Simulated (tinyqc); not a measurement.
Solubility, supersaturation, precipitation and gettering of an impurity in a silicon-like host: one step, computed by the program tinyqc. Command: `OMP_NUM_THREADS=1 python tinyqc.py 3025187 3025188 out.jsonl ripen walk`. One thread of a shared host (Intel(R) Xeon(R) Processor @ 2.30GHz), about 0.01 s of CPU time with the checks.

The wafer was saturated at T1 and is then held at T.

Question. Growing precipitates. Growing sinks: with y = r/r_f and y0 = r0/r_f, dy/dt = (1 - y^3)/(3 tau_f y), which integrates to t/tau_f = F(y) - F(y0), F(y) = (1/2) ln[(1 + y + y^2)/(1 - y)^2] - sqrt(3) arctan[(2y + 1)/sqrt(3)]; the share of the excess left is (1 - y^3)/(1 - y0^3), and C(t) = C_eq + (C0 - C_eq) x share.

Inputs (values chosen for the exercise, modelled on nickel in silicon):

| quantity | value | unit |
|---|---|---|
| temperature of saturation T1 | 1325 | K |
| anneal temperature T | 826 | K |
| initial sink radius r0 | 7.1 | nm |
| anneal time t | 1.5 | s |

final radius r_f = 231.3869 nm

tau_f = 8.269326 s

C_eq(T) = 5.988276e+13 1/cm^3

C0 = 4.577390e+17 1/cm^3

Give: radius at t; share of the excess left; C(t) with growing sinks.

Answer.

radius at t = 80.098 nm

share of the excess left = 0.95855

C(t) with growing sinks = 4.3877e+17 1/cm^3

4.1 % of the excess has precipitated. Caution: the barrier to homogeneous nucleation is below 35 k_B T for these inputs, so new precipitates would form and outnumber the fixed sinks assumed here.
